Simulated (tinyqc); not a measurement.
## Permittivity of the insulator from five potentials

Inverse problem. A node lies on a semiconductor-insulator interface. Steps: hs = tb/2 down into the semiconductor, ho = tox/1 up into the insulator, hy = L/4 sideways. The flux balance of its box reads eox (hy/ho)(above - node) + eps_r (hy/hs)(below - node) + [(eps_r hs + eox ho)/(2 hy)](left + right - 2 node) - q Na (hs/2) hy/eps0 = 0. Find eox.

Inputs (values chosen for the exercise); semiconductor permittivity made up:
- eps_r = 13.1 (relative permittivity of the semiconductor)
- tb = 3 nm (body thickness)
- tox = 7.1 nm (insulator thickness)
- L = 28 nm (channel length)
- Na = 0 cm^-3 (acceptor density of the depleted body)

Constants: q = 1.602176634e-19 C, eps0 = 8.8541878128e-14 F/cm where lengths are in cm. Results are converted to the units shown.

psi (V): node 0.20258903, above -0.03, below 0.22285667, left 0.57, right 0.15429138

Solution. The balance is linear in eox.

eox = 25.0

tinyqc, about 0.1 s, one thread, Intel Xeon 2.30GHz (shared host): `OMP_NUM_THREADS=1 python tinyqc.py 2480171 2480172 out.jsonl`
